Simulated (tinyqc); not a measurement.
Gate-all-around wire, scale length and short-channel effects: course of the iteration: decay constant by Newton steps.

A round wire of diameter ts in an insulator shell of thickness ti under a surrounding gate. Below threshold the potential that source and drain add obeys Laplace's equation and vanishes on the gate. Its lowest mode decays along the channel as exp(-k y); k is the smallest positive root of the matching condition at the interface, and the scale length is Lambda = pi/k.

f(k) = ei J0(u)[J1(u) Y0(v) - Y1(u) J0(v)] - eps_r J1(u)[J0(u) Y0(v) - Y0(u) J0(v)], u = k ts/2, v = u + k ti; f' by a central difference with +/- 1e-5 1/nm; k(new) = k - f/f'.

Stop when k changes by less than 1e-10 1/nm, or after 30 iterations.

Inputs (values chosen for the exercise); permittivities: semiconductor made up, insulator close to that of aluminium oxide: relative permittivity of the semiconductor eps_r = 11.6; relative permittivity of the insulator ei = 9.07; insulator thickness ti = 1.4 nm; wire diameter ts = 5.7 nm.

k at the start = 0.603750 1/nm

Course of the iteration:
```
iteration	k (1/nm)	|change| (1/nm)
1	0.509127	0.0946
2	0.527378	0.0183
3	0.528264	8.86e-4
4	0.528266	2.01e-6
5	0.528266	1.04e-11
```

Did this iteration meet its convergence test, and what does its course show?

Yes. Converged in 5 iterations. At the end the number of correct digits about doubles with each step.

Numbers from tinyqc (`OMP_NUM_THREADS=1 python tinyqc.py 2420111 2420112 out.jsonl`; about 0.01 s on one thread of a shared Intel Xeon 2.30GHz).
